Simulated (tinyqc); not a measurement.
Self-heating of a transistor with one or more fingers, with temperature-dependent conductivity: one step, computed by the program tinyqc.

N long parallel fingers lie on the top face of a slab whose bottom is held at T_0; the top is otherwise insulated, and heat flows in two dimensions. P in W/mm is 1000 P in W/m.

Task: Linear temperature rise of each finger. theta_i = (P/(pi kappa_0)) [g_0 + sum over j != i of g(|i - j| s)], with equal powers and constant conductivity; thermal resistance = largest theta/P.

Inputs (values chosen for the exercise, modelled on germanium): conductivity at the base temperature kappa_0 = 58.7 W/(m K); power per gate width P = 0.46 W/mm; fingers N = 5.

Power: power rises with temperature.

own factor g_0 = 6.597040

g(j s), j = 1..7: 3.037394  2.346544  1.944892  1.662513  1.446132  1.271988  1.127382

Give: theta of each finger; largest theta; thermal resistance.

Result:

theta of each finger (K): 38.884  42.314  43.315  42.314  38.884

largest theta = 43.315 K

thermal resistance = 94.164 K mm/W

The neighbours supply 62 % of the rise of the hottest finger, which runs 4.4 K above the outer ones.
